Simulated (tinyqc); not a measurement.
Worked calculation: global model of a low-pressure process discharge: electron temperature, density, ion flux and ion energy. Computed by tinyqc, a small Python program that keeps every step. Command: `OMP_NUM_THREADS=1 python tinyqc.py 3112615 3112616 out.jsonl plasma walk`. One thread of a shared host (Intel(R) Xeon(R) Processor @ 2.30GHz), about 0.01 s of CPU time with the checks. Intermediate numbers are printed to about 5 digits and carried at full precision; extremes and crossings named in words are read from the listed rows.

Maxwellian electrons with temperature T_e in eV, one positive ion, no negative ions, uniform bulk density n; rate constants have the Arrhenius form.

Inputs (values chosen for the exercise, of the order of those of an inductive discharge in a simple atomic gas):
```
quantity                     value   unit
ion mass M                    35.5      u
ionisation prefactor K0    4.5e-14  m^3/s
ionisation energy E_iz        12.4     eV
ion-neutral cross section  1.1e-18    m^2
pressure p                     3.3     Pa
gas temperature T_g            500      K
radius R                        25     cm
height L                        16     cm
mixing                           1      -
```

Constants: k_B = 1.380649e-23 J/K; e = 1.602176634e-19 C; u = 1.6605390666e-27 kg.

## Geometry factors

n_g = p/(k_B T_g); lambda_i = 1/(n_g sigma); h_L = 0.86/sqrt(3 + L/(2 lambda_i)), h_R = 0.8/sqrt(4 + R/lambda_i); A_eff = 2 pi R^2 h_L + 2 pi R L h_R; d_eff = pi R^2 L/A_eff.

gas density n_g = 4.7804e+20 1/m^3

ion mean free path = 0.19017 cm

h_L = 0.12811

h_R = 0.068736

A_eff = 675.82 cm^2

d_eff = 46.485 cm

Caution: at so short an ion path the formulas for h_L and h_R give way to the ambipolar-diffusion limit.

## A fixed-point cycle for T_e

Particle balance: K0 exp(-E_iz/T_e) n_g d_eff = u_B, u_B = sqrt(e T_e/M). Cycle: T_out = T sqrt(loss/creation) with loss/creation = u_B/(K0 exp(-E_iz/T) n_g d_eff); T -> T + mixing (T_out - T), kept between 0.3 and 60 eV, from 3 eV; stop at |T_out - T| < 1e-9 eV or after 60 steps.

Course:
```
step  T (eV)  T_out (eV)  residual (eV)
0      3.000  4.0041e-01    -2.5996e+00
1      0.400  2.1694e+04     2.1694e+04
2     60.000  2.3775e+00    -5.7622e+01
3      2.378  5.1434e-01    -1.8632e+00
4      0.514  9.6110e+02     9.6059e+02
5     60.000  2.3775e+00    -5.7622e+01
6      2.378  5.1434e-01    -1.8632e+00
...      ...         ...            ...
53    60.000  2.3775e+00    -5.7622e+01
54     2.378  5.1434e-01    -1.8632e+00
55     0.514  9.6110e+02     9.6059e+02
56    60.000  2.3775e+00    -5.7622e+01
57     2.378  5.1434e-01    -1.8632e+00
58     0.514  9.6110e+02     9.6059e+02
59    60.000  2.3775e+00    -5.7622e+01
```

last residual = 57.622 eV

Not converged in 60 steps: the residual wanders without falling. The slope of T_out at the root is 5/4 - E_iz/(2 T_e), and the cycle needs |1 + mixing (slope - 1)| < 1.

Reruns converge with mixing = 0.3; or with mixing = 0.15.
